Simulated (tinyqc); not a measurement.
Chemical vapour deposition: Grove model, boundary layer, depletion and step coverage: one step, computed by the program tinyqc.

A precursor diffuses to the surface and reacts there at first order; each molecule that reacts adds one formula unit of film.

Question. Gas-phase and surface constants. k_s = k0 exp(-E/(k_B T)); C_g = Y p/(k_B T), 1 torr = 133.322 Pa; D = D0 (T/273.15)^1.75 (760/p). Temperatures in kelvin are T(C) + 273.15. Mean speed c = sqrt(8 k_B T/(pi M)); reactive sticking probability beta = 4 k_s/c.

Inputs (values chosen for the exercise, close to those used for epitaxial silicon from a chlorosilane):

| quantity | value | unit |
|---|---|---|
| prefactor k0 of k_s | 7.4e+06 | cm/s |
| activation energy E | 1.98 | eV |
| temperature T | 1140 | C |
| total pressure p | 760 | torr |
| mole fraction of the precursor Y | 0.011 | - |
| gas diffusivity D0 at 273.15 K and 760 torr | 0.11 | cm^2/s |
| precursor mass M | 101 | u |

Reactor: horizontal, atmospheric.

Constants: k_B = 1.380649e-23 J/K; u = 1.6605390666e-27 kg; k_B = 8.617333262e-05 eV/K.

Give: surface rate constant k_s; precursor density C_g; gas diffusivity D; mean speed c; sticking probability beta.

Answer.

surface rate constant k_s = 0.64250 cm/s

precursor density C_g = 5.7126e+16 1/cm^3

gas diffusivity D = 1.9522 cm^2/s

mean speed c = 54428 cm/s

sticking probability beta = 4.7218e-05
